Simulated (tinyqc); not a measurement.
# Schottky diode by the thermionic emission-diffusion theory: effect of the doping

Metal on an n-type semiconductor with one parabolic valley; V > 0 is forward bias (metal positive). The band bends as a parabola over the depletion layer, by Vd = Vbi - V; no image force. Carriers drift and diffuse up to the interface and leave it with the velocity vR.

A* = 4 pi q me m0 kB^2/h^3 (times 1e-4 for A/(cm^2 K^2)); Nc = 2 (2 pi me m0 kB T/h^2)^1.5 (times 1e-6 for cm^-3); Vbi = phi - Vt ln(Nc/Nd); vR = A* T^2/(q Nc). LD = sqrt(eps0 eps_r Vt/(q Nd)), a = sqrt((Vbi - V)/Vt), D(a) = exp(-a^2) int_0^a exp(s^2) ds (Dawson), vD = mun Vt/(sqrt(2) LD D(a)). J = q Nc [vR vD/(vR + vD)] exp(-phi/Vt) [exp(V/Vt) - 1].

Values chosen for this exercise; band and dielectric values close to those of gallium arsenide: temperature T = 400 K; electron mass me = 0.068 m0; relative permittivity eps_r = 12.7; electron mobility mun = 8000 cm^2/(V s); barrier height seen from the metal phi = 0.81 eV; bias V = 0.19 V.

Constants: q = 1.602176634e-19 C, kB = 1.380649e-23 J/K, h = 6.62607015e-34 J s, m0 = 9.1093837015e-31 kg, Vt = kB T/q, eps0 = 8.8541878128e-14 F/cm where lengths are in cm. Results are converted to the units shown.

The same in every row: vR (cm/s) = 1.191e7.

Result of one run:

| Nd (cm^-3) | vD (cm/s) | vD/(vR + vD) | J (A/cm^2) |
|---|---|---|---|
| 4.6e16 | 6.414e8 | 0.9818 | 0.01973 |

What becomes of these results when the donor density Nd is changed from 4.6e16 to 8.4e15 cm^-3, all else the same?

Result of the changed run:

| Nd (cm^-3) | vD (cm/s) | vD/(vR + vD) | J (A/cm^2) |
|---|---|---|---|
| 8.4e15 | 2.571e8 | 0.9557 | 0.01920 |

The whole series:

| Nd (cm^-3) | vD (cm/s) | vD/(vR + vD) | J (A/cm^2) |
|---|---|---|---|
| 1.2e14 | 2.489e7 | 0.6763 | 0.01359 |
| 2.8e14 | 3.997e7 | 0.7704 | 0.01548 |
| 6.5e14 | 6.370e7 | 0.8425 | 0.01693 |
| 1.5e15 | 1.008e8 | 0.8943 | 0.01797 |
| 3.6e15 | 1.624e8 | 0.9317 | 0.01872 |
| 8.4e15 | 2.571e8 | 0.9557 | 0.01920 |
| 2e16 | 4.103e8 | 0.9718 | 0.01953 |
| 4.6e16 | 6.414e8 | 0.9818 | 0.01973 |
| 1.1e17 | 1.022e9 | 0.9885 | 0.01986 |

vD rises from 2.49e7 to 1.02e9 cm/s, as Nd^(0.54) at fixed mobility, and J rises from 0.0136 to 0.0199 A/cm^2, while the pure emission value 0.0201 A/cm^2 does not depend on Nd. In 8 of the 9 rows vD exceeds 3e7 cm/s, beyond usual saturation velocities, since the low-field mobility is used at the surface field.

Numbers from tinyqc (`OMP_NUM_THREADS=1 python tinyqc.py 2640030 2640031 out.jsonl`; about 0.01 s on one thread of a shared Intel Xeon 2.30GHz).
